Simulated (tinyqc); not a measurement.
Heisenberg magnet: exchange from energy differences, ordering vector, linear spin waves and ordering temperature. From one set of inputs to another, one input at a time. Computed by tinyqc, a small Python program. Command: `OMP_NUM_THREADS=1 python tinyqc.py 3001641 3001642 out.jsonl magnon ladder`. One thread of a shared host (Intel(R) Xeon(R) Processor @ 2.30GHz), about 0.2 s of CPU time with the checks.

H = -sum over pairs <ij> J_ij S_i.S_j - K sum_i (S_i^z)^2, each pair once, J > 0 ferromagnetic. First neighbours: 4 at a (1, 0), second: 4 at a (1, 1), with all permutations and signs.

The inputs printed are set A. Inputs not listed in the table keep their values of set A, so the rows need not describe a real material.

Inputs (values chosen for the exercise, for a model magnet):
```
quantity                 value  unit
exchange J1               7.01   meV
exchange J2                1.5   meV
spin S                       1     -
single-ion anisotropy K  0.085   meV
mesh divisions n            60     -
temperature T               59     K
```

Lattice: square. Order: ferromagnetic.

wave vector q (2 pi/a): 0.051  0.1

Constants: h x 1 THz = 4.135667696 meV; k_B = 8.617333262e-05 eV/K.

Method:
- J(q) = J1 g1(q) + J2 g2(q), g_s(q) = sum over shell s of cos(q.R).
- g_s(q) = sum over shell s of cos(q.R), z1 = g1(0). E(q) = S [J(0) - J(q)] + (2S - 1) K, J(q) = J1 g1 + J2 g2. The factor 2S - 1 removes the anisotropy for S = 1/2.
- Mesh: q = sum_i (m_i + 1/2)/n b_i, m_i = 0..n-1, b = [[1, 0], [0, 1]] in 2 pi/a; <..> is the mean over the mesh.
- n = 1/(exp(E/(k_B T)) - 1); no zero-point loss; thermal loss <n>; moment = S less the losses.
- K left out. Mean field: k_B T = S (S + 1) J(Q)/3 at the ordering vector Q; random-phase (Tyablikov): k_B T = [S (S + 1)/3] / <1/(J(Q) - J(q))>, which diverges in two dimensions and gives 0; Curie-Weiss theta = S (S + 1) J(0)/(3 k_B).

Each row keeps all changes above it:
```
input moved                     from    to  E(q) (meV)  thermal loss  mean-field ordering temperature (K)
set A                              -     -       4.869       0.17138                                263.3
exchange J1 (meV)               7.01    13       7.767       0.10443                                448.7
single-ion anisotropy K (meV)  0.085     1       8.682       0.04505                                448.7
spin S                             1     2      18.364       0.01042                               1346.1
exchange J2 (meV)                1.5  -2.7      10.563       0.02180                                956.2
temperature T (K)                 59   370      10.563       0.43849                                956.2
```

E(q) goes from 4.87 to 10.6, a factor 2.17 in all. The largest single move comes from spin S (a factor 2.12), and exchange J2 works against it (a factor 0.575). Thermal loss goes from 0.171 to 0.438, a factor 2.56 in all. The largest single move comes from temperature T (a factor 20.1), and spin S works against it (a factor 0.231). Mean-field ordering temperature goes from 263 to 956, a factor 3.63 in all. The largest single move comes from spin S (a factor 3.00), and exchange J2 works against it (a factor 0.710). The single moves hold for this order of the switches; the total does not depend on the order.

Caution (rows set A, temperature T): with so many magnons their interaction matters and linear theory fails.

Extremes, crossings and ranges named in words are read from the listed rows.
